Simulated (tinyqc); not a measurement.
Inside a calculation. Model: carrier lifetime from Shockley-Read-Hall, radiative, Auger and surface recombination. Computed by tinyqc, a small Python program that keeps every step. Command: `OMP_NUM_THREADS=1 python tinyqc.py 3008252 3008253 out.jsonl lifetime walk`. One thread of a shared host (Intel(R) Xeon(R) Processor @ 2.30GHz), about 0.02 s of CPU time with the checks. Intermediate numbers are printed to about 6 digits and carried at full precision; extremes and crossings named in words are read from the listed rows.

Energies are counted from the top of the valence band. Boltzmann statistics, full ionisation, and equal excess densities of electrons and holes.

Inputs (values chosen for the exercise, with bands modelled on ZnO):

| quantity | value | unit |
|---|---|---|
| gap E_g | 3.31 | eV |
| electron mass m_e | 0.267 | m_0 |
| valleys M_c | 1 | - |
| hole mass m_h | 0.785 | m_0 |
| temperature T | 400 | K |
| doping N | 1.9e+17 | cm^-3 |
| trap level E_t | 1.22 | eV |
| trap density N_t | 7.1e+13 | cm^-3 |
| electron cross-section sigma_n | 9.9e-15 | cm^2 |
| hole cross-section sigma_p | 1.9e-15 | cm^2 |
| radiative coefficient B | 3.2e-10 | cm^3/s |
| Auger coefficient C_n | 1.3e-30 | cm^6/s |
| Auger coefficient C_p | 3.8e-30 | cm^6/s |
| excess density dn | 6.9e+17 | cm^-3 |
| generation rate G | 1.3e+22 | cm^-3 s^-1 |
| diffusion coefficient D | 3.3 | cm^2/s |
| surface velocity S | 7300 | cm/s |
| thickness W | 190 | micrometre |

Doping: n-type. Surface term: two equal surfaces.

Constants: m_0 = 9.1093837015e-31 kg; k_B = 1.380649e-23 J/K; h = 6.62607015e-34 J s; k_B = 8.617333262e-05 eV/K.

## Equilibrium densities

N_c = 2 M_c (2 pi m_e k_B T/h^2)^(3/2) and N_v = 2 (2 pi m_h k_B T/h^2)^(3/2), masses in units of m_0. n_i = sqrt(N_c N_v) exp(-E_g/2 k_B T); majority density N/2 + sqrt(N^2/4 + n_i^2), minority density n_i^2 over it.

N_c = 5.33024e+18 cm^-3

N_v = 2.68710e+19 cm^-3

n_i = 0.0168242 cm^-3

n_0 = 1.90e+17 cm^-3

p_0 = 1.48975e-21 cm^-3

## Capture times and SRH densities

v = sqrt(3 k_B T/m) with m_e or m_h; tau_n0 = 1/(sigma_n v_n N_t), tau_p0 = 1/(sigma_p v_p N_t); n1 = N_c exp(-(E_g - E_t)/k_B T), p1 = N_v exp(-E_t/k_B T).

v_n = 2.60995e+07 cm/s

v_p = 1.52213e+07 cm/s

tau_n0 = 5.45098e-08 s

tau_p0 = 4.87007e-07 s

n1 = 2.47689e-08 cm^-3

p1 = 11427.8 cm^-3

n1 and p1 are both far below the doping: the level acts as a deep recombination centre.

## Surface lifetime

The slowest diffusion mode has x tan x = S W/(2 D) with 0 < x < pi/2 (bisection), and tau_s = W^2/(4 x^2 D). The common approximation is W/(2 S) + W^2/(pi^2 D).

x = 1.49956

tau_s = 1.21620e-05 s

approximate tau_s = 1.23853e-05 s

The approximation is off by 1.8 %. Diffusion to the surfaces limits: S hardly matters. Caution: the layer is thicker than two bulk diffusion lengths: adding 1/tau_s describes the late decay, and understates the surface loss in a steady state.

## Lifetimes at the given injection

With n = n_0 + dn, p = p_0 + dn and U/dn = 1/tau: (n p - n_i^2)/dn = n_0 + p_0 + dn = s; 1/tau_SRH = s/[tau_p0 (n + n1) + tau_n0 (p + p1)]; 1/tau_rad = B s; 1/tau_Aug = (C_n n + C_p p) s; the rates add, with 1/tau_s. Radiative efficiency = tau_eff/tau_rad; effective diffusion length = sqrt(D tau_eff).

tau_SRH at dn = 5.29748e-07 s

tau_rad at dn = 3.55114e-09 s

tau_Aug at dn = 3.01743e-07 s

effective lifetime at dn = 3.48573e-09 s

radiative efficiency at dn = 0.981581

effective diffusion length at dn = 1.07252 micrometre

Radiative recombination carries 98 % of the rate; dn/N = 3.6 is intermediate injection. Caution: beyond low injection D should be the ambipolar coefficient.

## Steady state under generation

dn solves dn/tau_eff(dn) = G (60 bisections in ln dn between 1e-2 and 1e22 cm^-3); the splitting of the quasi-Fermi levels is k_B T ln(n p/n_i^2).

steady excess density = 2.06190e+14 cm^-3

lifetime in the steady state = 1.58608e-08 s

quasi-Fermi splitting under G = 2.78914 eV

The splitting, an upper bound for e V_oc, is 84 % of the gap.

## Lifetime against injection

Rows stop below half the smaller effective density of states.

Lifetimes (s):

| dn (cm^-3) | SRH | radiative | Auger | effective | radiative efficiency | fastest channel |
|---|---|---|---|---|---|---|
| 1.00e+10 | 4.87007e-07 | 1.64474e-08 | 2.13083e-05 | 1.58774e-08 | 0.965347 | radiative |
| 1.00e+11 | 4.87007e-07 | 1.64474e-08 | 2.13083e-05 | 1.58774e-08 | 0.965347 | radiative |
| 1.00e+12 | 4.87007e-07 | 1.64473e-08 | 2.13078e-05 | 1.58773e-08 | 0.965348 | radiative |
| 1.00e+13 | 4.87010e-07 | 1.64465e-08 | 2.13028e-05 | 1.58766e-08 | 0.965349 | radiative |
| 1.00e+14 | 4.87036e-07 | 1.64387e-08 | 2.12532e-05 | 1.58694e-08 | 0.965365 | radiative |
| 1.00e+15 | 4.87292e-07 | 1.63613e-08 | 2.07680e-05 | 1.57972e-08 | 0.965522 | radiative |
| 1.00e+16 | 4.89732e-07 | 1.56250e-08 | 1.67785e-05 | 1.51094e-08 | 0.967005 | radiative |
| 1.00e+17 | 5.05803e-07 | 1.07759e-08 | 4.55519e-06 | 1.05176e-08 | 0.976032 | radiative |
| 1.00e+18 | 5.32813e-07 | 2.62605e-09 | 1.57160e-07 | 2.56989e-09 | 0.978613 | radiative |

tau_SRH goes from 4.87e-7 s at low injection (the minority capture time, 4.87e-7 s) to 5.33e-7 s in the last row; at high injection it tends to tau_n0 + tau_p0 = 5.42e-7 s. Ruling channel by row: radiative from 1e10 cm^-3.

## Where in the gap a trap does harm

Low injection: tau = [tau_p0 (n_0 + n1) + tau_n0 (p_0 + p1)]/(n_0 + p_0). Depleted region (n = p = 0): generation lifetime tau_g = (tau_p0 n1 + tau_n0 p1)/n_i. n1 = N_c exp(-(E_g - E_t)/k_B T), p1 = N_v exp(-E_t/k_B T).

The same trap at other energies:

| E_t (eV) | SRH lifetime (s) | generation lifetime (s) |
|---|---|---|
| 0.199 | 5.10980e-07 | 2.70730e+11 |
| 0.496 | 4.87011e-07 | 4.90343e+07 |
| 0.828 | 4.87007e-07 | 3.21725e+03 |
| 1.158 | 4.87007e-07 | 2.23701e-01 |
| 1.490 | 4.87007e-07 | 1.46793e-05 |
| 1.655 | 4.87007e-07 | 3.39293e-07 |
| 1.821 | 4.87007e-07 | 2.67788e-05 |
| 2.152 | 4.87007e-07 | 3.96452e-01 |
| 2.482 | 4.87007e-07 | 5.70174e+03 |
| 2.814 | 4.87015e-07 | 8.69008e+07 |
| 3.111 | 5.29492e-07 | 4.79799e+11 |

The SRH lifetime (other channels left aside) stays within 10 % of its least value, among these rows, from E_t = 0.199 to 3.111 eV. The generation lifetime has a sharp minimum, among these rows at 1.655 eV and exactly at 1.645 eV, where tau_p0 n1 = tau_n0 p1, since generation needs two thermal jumps and the larger one rules.

Checks made by the program: n1 p1 = n_i^2 (relative difference below 1e-10); x tan x at the root (relative difference below 1e-10).
